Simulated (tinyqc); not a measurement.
Reverse leakage of an n+-p junction: diffusion, generation, trap-assisted and band-to-band tunnelling: one step of the calculation.

One-sided abrupt junction in the depletion approximation, x from the junction (0) to W on the p side, field F = F0 (1 - x/W). Flat quasi-Fermi levels, long p side. Traps generate through SRH with both lifetimes shortened by 1 + Gamma (Hurkx enhancement, form for moderate fields); band-to-band generation is local and needs a total bending above Eg.

Task. Field, scales and diffusion current. ni = sqrt(Nc Nv) exp(-Eg/(2 Vt)), Eg in volts; Vbi = Vt ln(Na Nd/ni^2); W = sqrt(2 eps0 eps_r (Vbi + VR)/(q Na)); F0 = 2 (Vbi + VR)/W; FG = sqrt(24 mt m0 (kB T)^3)/(q hbar); J_diff = q ni^2 sqrt(Dn/tau)(1 - exp(-VR/Vt))/Na.

Values chosen for this exercise; band and dielectric values those of a made-up semiconductor:
- T = 358 K (temperature)
- Eg = 1.19 eV (band gap)
- eps_r = 11.8 (relative permittivity)
- Nc = 4.31e19 cm^-3 (conduction-band density of states at T)
- Nv = 4.22e19 cm^-3 (valence-band density of states at T)
- Na = 6e16 cm^-3 (acceptor density of the lighter side)
- Nd = 1e20 cm^-3 (donor density of the heavier side)
- tau = 1e-8 s (SRH lifetime of both carriers at zero field)
- mt = 0.25 m0 (tunnelling mass)
- Dn = 7.7 cm^2/s (electron diffusion coefficient on the lighter side)
- VR = 0.6 V (reverse bias)

Constants: q = 1.602176634e-19 C, kB = 1.380649e-23 J/K, hbar = 1.054571817e-34 J s, m0 = 9.1093837015e-31 kg, Vt = kB T/q, eps0 = 8.8541878128e-14 F/cm where lengths are in cm. Results are converted to the units shown.

Wanted: ni; Vbi; W; F0; FG; J_diff.

Result.

ni = 1.7936e11 cm^-3
Vbi = 1.0137 V
W = 187.29 nm
F0 = 172.32 kV/cm
FG = 480.82 kV/cm
J_diff = 2.3837e-9 A/cm^2

Range of the model: The n+ side is degenerate, so Vbi from Boltzmann statistics is only a guide.

Numbers from tinyqc (`OMP_NUM_THREADS=1 python tinyqc.py 2290039 2290040 out.jsonl`; about 0.01 s on one thread of a shared Intel Xeon 2.30GHz).
